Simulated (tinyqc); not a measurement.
Electron mobility in a silicon inversion layer, empirical terms and Matthiessen rule: two steps of the calculation.

Inversion layer of sheet density Ns on a uniformly doped body. The mobility terms are empirical power laws with prefactors chosen for the exercise; adding their inverses (Matthiessen) is itself an approximation.

Parameters, values chosen for the exercise; material values close to those of silicon: temperature T = 300 K; body doping Nb = 1.1e18 cm^-3; gate capacitance Cox = 0.84 uF/cm^2; phonon-limited mobility at 1 MV/cm and 300 K Ap = 424 cm^2/(V s); roughness-limited mobility at 1 MV/cm As = 948 cm^2/(V s); exponent of the roughness term gs = 2; Coulomb prefactor Ac = 2600 cm^2/(V s); charge at the interface Nit = 4.5e10 cm^-2; inversion density Ns = 3e12 cm^-2; ratio W/L WL = 20; drain voltage Vd = 0.01 V.

Question 1. Mobility terms and their sum. With t = T/(300 K): muC = Ac (Ns/1e12 cm^-2) t/(Nb/1e17 cm^-3 + Nit/1e11 cm^-2), muP = Ap E^(-1/3) t^(-1.75), muS = As E^(-gs); 1/mu is the sum of the inverses.

E = 0.80030208 MV/cm

Wanted: terms; mu; shares of 1/mu.

Answer 1.

terms (cm^2/(V s)): Coulomb 681.2, phonon 456.7, roughness 1480
mu = 230.8 cm^2/(V s)
shares of 1/mu (%): Coulomb 33.88, phonon 50.53, roughness 15.59

The phonon term limits most.

Question 2. Split C-V extraction. Q(Vg) is the trapezoid sum of Cgc from the first point (where Q is taken as 0); mu_eff = I/((W/L) Q Vd); mu_FE = (dI/dVg)/((W/L) Cox Vd) with a backward difference. Listed from point 4 on.

Vg, point 0 to 12 (V): [0.1, 0.2, 0.3, 0.4, 0.5, 0.6, 0.7, 0.8, 0.9, 1, 1.1, 1.2, 1.3]
Cgc, point 0 to 12 (uF/cm^2): [2.6719334e-5, 5.6146860e-4, 0.011650025, 0.19171476, 0.72362777, 0.83362430, 0.83969458, 0.83998547, 0.83999931, 0.83999997, 0.84000000, 0.84000000, 0.84]
I, point 0 to 12 (uA): [2.1814588e-10, 9.6382552e-8, 4.2000118e-5, 0.014140053, 0.71241379, 3.4993624, 7.5580740, 12.141017, 16.890357, 21.615060, 26.208875, 30.612779, 34.795324]

Wanted: Q; mu_eff; mu_FE.

Answer 2.

Q, point 4 to 12 (uC/cm^2): [0.05658, 0.1344, 0.2181, 0.3021, 0.3861, 0.4701, 0.5541, 0.6381, 0.7221]
mu_eff, point 4 to 12 (cm^2/(V s)): [62.96, 130.1, 173.3, 201.0, 218.7, 229.9, 236.5, 239.9, 240.9]
mu_FE, point 4 to 12 (cm^2/(V s)): [41.56, 165.9, 241.6, 272.8, 282.7, 281.2, 273.4, 262.1, 249.0]

At the last point mu_FE is 3.3 % above mu_eff.

Computed by the program tinyqc: `OMP_NUM_THREADS=1 python tinyqc.py 2510078 2510079 out.jsonl`, one thread of a shared Intel Xeon 2.30GHz, about 0.01 s for the whole run.
